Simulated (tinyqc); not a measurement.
Ballistic conductance of a hard-wall wire of rectangular section by counting modes: conductance against Fermi energy.

Subband edges E_(a,b) = (C pi^2/m) [(a/W)^2 + (b/Hh)^2], a, b = 1, 2, ...; C = hbar^2/(2 m0). Every mode transmits fully; spin gives the factor 2 in 2 q^2/h, valleys the factor gv.

G = (2 q^2/h) gv M; at zero temperature M counts the edges below Ef, at T it is the sum of degeneracy times f. The smooth (Sharvin) count is kF^2 A/(4 pi), kF = sqrt(m Ef/C), A = W Hh, perimeter p = 2 (W + Hh), and with the boundary term kF^2 A/(4 pi) - kF p/(4 pi). f = 1/(1 + exp((E_n - Ef)/Vt)).

Inputs (values chosen for the exercise):

| symbol | value | unit | meaning |
|---|---|---|---|
| T | 77 | K | temperature |
| m | 0.042 | m0 | mass |
| gv | 2 |  | valleys |
| W | 38 | nm | width |
| Hh | 36 | nm | height |

Constants: q = 1.602176634e-19 C, kB = 1.380649e-23 J/K, hbar = 1.054571817e-34 J s, h = 6.62607015e-34 J s, m0 = 9.1093837015e-31 kg, Vt = kB T/q, hbar^2/(2 m0) = 0.0380998212 eV nm^2. Results are converted to the units shown.

Results:

| Ef (eV) | M at T = 0 | M at T | smooth count | with boundary term | G (uS) |
|---|---|---|---|---|---|
| 0.018 | 1 | 0.8804 | 2.160 | 0.5011 | 136.4 |
| 0.03 | 1 | 1.766 | 3.600 | 1.458 | 273.7 |
| 0.042 | 3 | 2.822 | 5.040 | 2.506 | 437.3 |
| 0.054 | 4 | 3.811 | 6.480 | 3.607 | 590.6 |
| 0.067 | 5 | 5.121 | 8.040 | 4.840 | 793.6 |
| 0.091 | 8 | 7.492 | 10.92 | 7.190 | 1161 |
| 0.103 | 8 | 8.486 | 12.36 | 8.392 | 1315 |
| 0.116 | 9 | 9.911 | 13.92 | 9.709 | 1536 |
| 0.128 | 12 | 11.43 | 15.36 | 10.94 | 1772 |
| 0.14 | 13 | 12.57 | 16.80 | 12.17 | 1949 |

Estimate the missing row, Ef = 0.079 eV.

Computed row:

| Ef (eV) | M at T = 0 | M at T | smooth count | with boundary term | G (uS) |
|---|---|---|---|---|---|
| 0.079 | 6 | 6.327 | 9.480 | 6.005 | 980.4 |

With this row back in the table: The integer count climbs from 1 to 13; the smooth count goes as Ef^(1.00). In the last row M at T is 25 % below the smooth count and 3.3 % above the count with the boundary term: hard walls push the wave away from the edge and cost modes. The largest gap between M at T and the integer count is 0.91.

Computed by the program tinyqc: `OMP_NUM_THREADS=1 python tinyqc.py 2740033 2740034 out.jsonl`, one thread of a shared Intel Xeon 2.30GHz, about 0.3 s for the whole run.
